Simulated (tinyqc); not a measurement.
Hall effect and magnetoresistance of several carrier groups with constant relaxation times: one step, computed by the program tinyqc. Command: `OMP_NUM_THREADS=1 python tinyqc.py 3030654 3030655 out.jsonl hall2 walk`. One thread of a shared host (Intel(R) Xeon(R) Processor @ 2.30GHz), about 0.01 s of CPU time with the checks.

Group 1 has charge +e and group 2 charge +e; s_i is that sign. B lies along z; mu B is formed with mu in m^2/(V s).

Question. Limits of weak and strong field. Weak field: R_H(0) = sum s_i n_i mu_i^2/(e (sum n_i mu_i)^2); MR = c B^2 with c = n1 n2 mu1 mu2 (s1 mu1 - s2 mu2)^2/(n1 mu1 + n2 mu2)^2. Strong field: R_H = 1/(e sum s_i n_i); rho_xx saturates at (n1/mu1 + n2/mu2)/(e (sum s_i n_i)^2).

Inputs (values chosen for the exercise, for a model conductor):
```
quantity        value        unit
density n1    3.6e+16      1/cm^3
mobility mu1     2900  cm^2/(V s)
density n2    3.2e+17      1/cm^3
mobility mu2      180  cm^2/(V s)
```

Carriers: light and heavy holes. Densities: per volume.

Constants: e = 1.602176634e-19 C.

Give: R_H at weak field; coefficient c; R_H at strong field; saturation MR.

Answer.

R_H at weak field = 74.47 cm^3/C

coefficient c = 0.01695 1/T^2

R_H at strong field = 17.53 cm^3/C

saturation MR = 128.8 %

R_H keeps its sign, and its size changes by a factor 0.235 from weak to strong field.
